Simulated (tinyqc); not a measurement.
## p-type polysilicon, carrier trapping at grain boundaries: effect of the doping

One-dimensional grains of size Lg, uniform ionised doping N, monovalent traps Qt at each boundary at a depth Et below (for electrons) or above (for holes) the band edge there, abrupt depletion of width W on each side of a boundary, Boltzmann statistics. xi is the distance from the band edge at the grain centre to the Fermi level. Trapped charge Qt/(1 + exp((xi + VB - Et)/Vt)) = 2 N W, barrier VB = q N W^2/(2 eps0 eps_r).

If the trap equation with xi = Vt ln(NB/N) has a root W < Lg/2, the grain is partly depleted; otherwise W = Lg/2 and the trap equation gives xi = Et - VB + Vt ln(Qt/(N Lg) - 1). N* = Qt/Lg. n0 = NB exp(-xi/Vt); mean density n0 (1 - 2 W/Lg) by charge balance in a partly depleted grain, and n0 (sqrt(pi)/2) erf(u)/u with u = sqrt(VB/Vt) in a fully depleted one; v = sqrt(kB T/(2 pi ms m0)); barrier resistivity Vt exp(VB/Vt)/(q fe n0 v Lg); grain resistivity (1 - 2 W/Lg)/(q n0 mug); effective mobility 1/(q mean density total resistivity). Rows with xi above 0.45 V, towards mid-gap, are left out, since the other carrier type is ignored.

Parameters, values chosen for the exercise; values of the order met in polycrystalline silicon:
- T = 300 K (temperature)
- eps_r = 11.7 (relative permittivity)
- NB = 2.65e19 cm^-3 (valence-band density of states at T)
- Lg = 66 nm (grain size)
- Qt = 6e11 cm^-2 (trap density of a grain boundary)
- Et = 0.35 eV (depth of the trap level from the majority band edge at the boundary)
- ms = 0.42 m0 (mass for thermionic emission)
- fe = 1 (correction factor of the emission rate)
- mug = 230 cm^2/(V s) (mobility inside the grains)

Constants: q = 1.602176634e-19 C, kB = 1.380649e-23 J/K, m0 = 9.1093837015e-31 kg, Vt = kB T/q, eps0 = 8.8541878128e-14 F/cm where lengths are in cm. Results are converted to the units shown.

Effect of the doping:

| N (cm^-3) | N/N* | depleted share 2 W/Lg | VB (V) | xi (V) | mean density (cm^-3) | resistivity (ohm cm) | effective mobility (cm^2/(V s)) |
|---|---|---|---|---|---|---|---|
| 4.5e15 | 0.04950 | 1.000 | 0.003790 | 0.4226 | 2.009e12 | 3235 | 960.2 |
| 9.6e15 | 0.1056 | 1.000 | 0.008084 | 0.3971 | 5.105e12 | 1427 | 856.6 |
| 2e16 | 0.2200 | 1.000 | 0.01684 | 0.3659 | 1.550e13 | 597.4 | 674.1 |
| 4.2e16 | 0.4620 | 1.000 | 0.03537 | 0.3186 | 8.057e13 | 196.2 | 394.8 |
| 8.9e16 | 0.9790 | 1.000 | 0.07495 | 0.1757 | 1.515e16 | 3.614 | 114.0 |
| 1.9e17 | 2.090 | 0.4781 | 0.03657 | 0.1277 | 9.916e16 | 0.2021 | 311.4 |
| 3.9e17 | 4.290 | 0.2331 | 0.01784 | 0.1091 | 2.991e17 | 0.08348 | 250.0 |
| 8.2e17 | 9.020 | 0.1109 | 0.008486 | 0.08985 | 7.291e17 | 0.03940 | 217.3 |
| 1.7e18 | 18.70 | 0.05347 | 0.004094 | 0.07100 | 1.609e18 | 0.01917 | 202.4 |
| 3.6e18 | 39.60 | 0.02525 | 0.001933 | 0.05161 | 3.509e18 | 0.009111 | 195.2 |

What does the table show?

As N goes from 4.5e15 to 3.6e18, VB goes from 0.00379 through a maximum of 0.0749 (at N = 8.9e16 among the rows listed) to 0.00193 V, the resistivity falls from 3240 to 0.00911 ohm cm and the effective mobility moves up and down between 114 and 960 cm^2/(V s). The steepest fall of the resistivity among the rows, as N^(-5.3), lies between N = 4.2e16 and 8.9e16 cm^-3; N* = 9.09e16 cm^-3. While the grain is fully depleted VB grows as N; once the traps are full it falls as 1/N. For N = 3.6e18 xi is under 2.5 Vt, where Boltzmann statistics begin to fail. For N = 4.5e15, 9.6e15, 2e16, 3.9e17, 8.2e17, 1.7e18, 3.6e18 VB is below Vt, where abrupt depletion and thermionic emission are rough. For N = 8.9e16 the grain is near the changeover between partial and full depletion, within a few Debye lengths, where both limits are rough. For N = 4.5e15, 9.6e15, 2e16, 4.2e16, 1.9e17, 3.9e17 the effective mobility exceeds mug, since drift through the depleted part of the grain is left out.

tinyqc, about 0.01 s, one thread, Intel Xeon 2.30GHz (shared host): `OMP_NUM_THREADS=1 python tinyqc.py 2830265 2830266 out.jsonl`
